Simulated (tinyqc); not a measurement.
Worked calculation: double quantum well by finite differences. Values are carried at full precision from step to step, so a last printed digit may differ when a step is redone from the rounded ones.

Finite differences on points z_i at the centres of cells of width h: H_ii = (c/h^2)(1/m_(i-1/2) + 1/m_(i+1/2)) + V_i, H_(i,i+1) = -(c/h^2)/m_(i+1/2), where m_(i+1/2) is the mean of the masses at the two points (the end values are repeated outwards), psi = 0 on the points beyond both ends, c = hbar^2/2m0. The field adds e F (z - z0) with z0 the middle of the structure; 1 kV/cm = 1e-5 eV/angstrom.

Constants: hbar^2/2m0 = 3.80998211 eV angstrom^2.

Values chosen for the exercise (near those of a GaAs well in AlGaAs; the results hold for these values, not for the real material): layers = ((56, 0.146, 0.0819), (56, 0, 0.0655), (14, 0.146, 0.0819), (70, 0, 0.0655), (56, 0.146, 0.0819)) (each layer: thickness in angstrom, band edge in eV, mass in m0); F = 0 kV/cm (field along z); h = 14 angstrom (cell width of the coarse grid); hf = 0.875 angstrom (cell width of the fine grid).

## The coarse grid

List the points, the potential with the field, and the masses.

Grid:
```
i   z (angstrom)  V (eV)  m (m0)
1            7.0  0.1460  0.0819
2           21.0  0.1460  0.0819
3           35.0  0.1460  0.0819
4           49.0  0.1460  0.0819
5           63.0  0.0000  0.0655
6           77.0  0.0000  0.0655
7           91.0  0.0000  0.0655
8          105.0  0.0000  0.0655
9          119.0  0.1460  0.0819
10         133.0  0.0000  0.0655
11         147.0  0.0000  0.0655
12         161.0  0.0000  0.0655
13         175.0  0.0000  0.0655
14         189.0  0.0000  0.0655
15         203.0  0.1460  0.0819
16         217.0  0.1460  0.0819
17         231.0  0.1460  0.0819
18         245.0  0.1460  0.0819
```

## The tridiagonal Hamiltonian

Form the diagonal and the neighbouring elements; V in the grid already includes the field.

diagonal H_ii (eV): [0.6207, 0.6207, 0.6207, 0.6471, 0.5605, 0.5935, 0.5935, 0.5605, 0.6735, 0.5605, 0.5935, 0.5935, 0.5935, 0.5605, 0.6471, 0.6207, 0.6207, 0.6207]

H_(i,i+1) (eV): [-0.2373, -0.2373, -0.2373, -0.2638, -0.2968, -0.2968, -0.2968, -0.2638, -0.2638, -0.2968, -0.2968, -0.2968, -0.2968, -0.2638, -0.2373, -0.2373, -0.2373]

## Lowest levels on the coarse grid

Diagonalise the symmetric tridiagonal matrix; give the three lowest levels and the weights u_i^2 (sum 1) of the two lowest.

levels (eV): [0.0314, 0.0627, 0.1504]

weights on the points, rows level 1, level 2:
```
[[0.000, 0.001, 0.003, 0.011, 0.040, 0.069, 0.088, 0.090, 0.071, 0.123, 0.150, 0.147, 0.115, 0.067, 0.019, 0.005, 0.001, 0.000],
 [0.001, 0.004, 0.014, 0.046, 0.137, 0.184, 0.159, 0.080, 0.008, 0.007, 0.047, 0.092, 0.107, 0.079, 0.027, 0.008, 0.002, 0.000]]
```

## Halving the cell width

The same with h, h/2, ..., h/32. The end points move with h, since psi vanishes half a cell beyond the structure. Richardson value (4 E(h/32) - E(h/16))/3.

Convergence:
```
cell (angstrom)  points  E1 (eV)  E2 (eV)  E1 - finest (meV)
14.0000              18  0.03145  0.06269             -1.783
7.0000               36  0.03275  0.06478             -0.477
3.5000               72  0.03311  0.06534             -0.125
1.7500              144  0.03320  0.06550             -0.032
0.8750              288  0.03322  0.06555             -0.007
0.4375              576  0.03323  0.06556              0.000
```

Richardson values of E1, E2 (eV): [0.03323, 0.06557]

The coarse grid is 1.8 meV too low in E1. The last differences between rows shrink by a factor 3.5 (4 for a pure h^2 error, 2 for one linear in h).

## Positions and dipoles on the fine grid

With h sum psi^2 = 1: <z - z0> of three levels, |z_12| and |z_13|, the mass m1 from 1/m1 = <1|1/m|1>, and f_1j = (m1/c)(E_j - E_1) z_1j^2.

levels (eV): [0.0332, 0.0655, 0.1564]

<z - z0> (angstrom): [8.8, -12.8, 13.6]

|z_12|, |z_13| (angstrom): [37.10, 5.50]

m1 = 0.0672 m0

f_12, f_13: [0.785, 0.066]

Parity is broken, so the 1-3 transition is allowed, with 0.084 times the strength of 1-2. E2 - E1 = 32.3 meV, a wavelength of 38.4 micrometre (hc = 1239.841984 eV nm). Level 3 lies above the lowest point of the outer barriers, so it is a resonance or a state of the finite grid, and values that rest on it depend on the ends of the grid.

## Checks

- E1 at zero field on the grid h/32 against transfer matrices between the same hard ends, eV: both 0.0332.

tinyqc: `OMP_NUM_THREADS=1 python tinyqc.py 1250496 1250497 out.jsonl`; about 0.04 s, one thread, shared Intel(R) Xeon(R) Processor @ 2.30GHz.
